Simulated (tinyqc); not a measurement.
Channel direction: nanosheet or nanowire with hard walls, valleys of the Ge type.

Four ellipsoidal valleys along <111>: inverse mass tensor w = 1/mt + (1/ml - 1/mt) a a^T with a the unit axis. Device axes: x along the channel, z = [001], y = z x x. The Gamma and Delta valleys are left out; the heavy Delta valleys, about 0.18 eV up, lie lowest once the L levels pass about 0.2 eV.

Hard walls around a W x H rectangle. The block w_c of w in (y, z) confines; the transport mass follows from 1/m_x = w_xx - w_xc w_c^-1 w_cx. The cross-section problem c (w_yy ky^2 + 2 w_yz ky kz + w_zz kz^2), c = hbar^2/2m0, is solved in products sin(n pi y/W) sin(l pi z/H), n, l = 1 to 12; if w_yz = 0 the levels are c pi^2 (w_yy n^2/W^2 + w_zz l^2/H^2). The w_yz term couples (n, l) to (n', l') by -2 c w_yz D_nn'(W) D_ll'(H) with D_nm(L) = 4 n m/(L (n^2 - m^2)) for n + m odd and 0 otherwise.

Without degeneracy the line density is N1 exp((EF - Ec)/kB T) with N1 = sum 2 g sqrt(m_x kB T/(4 pi c)) exp(-E/kB T), here over n, l up to 80 where w_yz = 0 and over all levels of a 12 x 12 sine basis otherwise; the classical value is W H Nc with Nc = 2 g_all (m_dos kB T/(4 pi c))^(3/2), m_dos = (ml mt^2)^(1/3); dVt = kB T ln(W H Nc/N1).

Constants: hbar^2/2m0 = 3.80998211 eV angstrom^2; kB = 8.617333262e-05 eV/K.

Values chosen for the exercise (near those of Ge; the results hold for these values, not for the real material): ml = 1.606 m0 (longitudinal mass); mt = 0.081 m0 (transverse mass); T = 300 K (temperature); g_all = 4 (number of valleys); W = 70 angstrom (width, along y); H = 72 angstrom (height, along z = [001]).

The same rectangle along [100] and [110]; groups ordered by w_zz, then w_yy.

Lowest level of each group:

| channel, group | valleys g | w_yy | w_zz | \|w_yz\| | m_x (m0) | E (eV) |
|---|---|---|---|---|---|---|
| [100] A | 4 | 8.438 | 8.438 | 3.908 | 0.589 | 0.1202 |
| [110] A | 2 | 4.530 | 8.438 | 5.526 | 0.081 | 0.0759 |
| [110] B | 2 | 12.346 | 8.438 | 0.000 | 1.098 | 0.1559 |

The lowest subband has m_x = 0.589 m0 and 4 valleys along [100], and 0.081 m0 and 2 valleys along [110]; its edge lies at 0.1202 and 0.0759 eV. At equal energy above the edge the carriers of the [110] channel are faster by a factor 2.70.

Run: tinyqc, `OMP_NUM_THREADS=1 python tinyqc.py 1280172 1280173 out.jsonl`; Intel(R) Xeon(R) Processor @ 2.30GHz, one thread, shared host; about 0.2 s of CPU time with all checks.
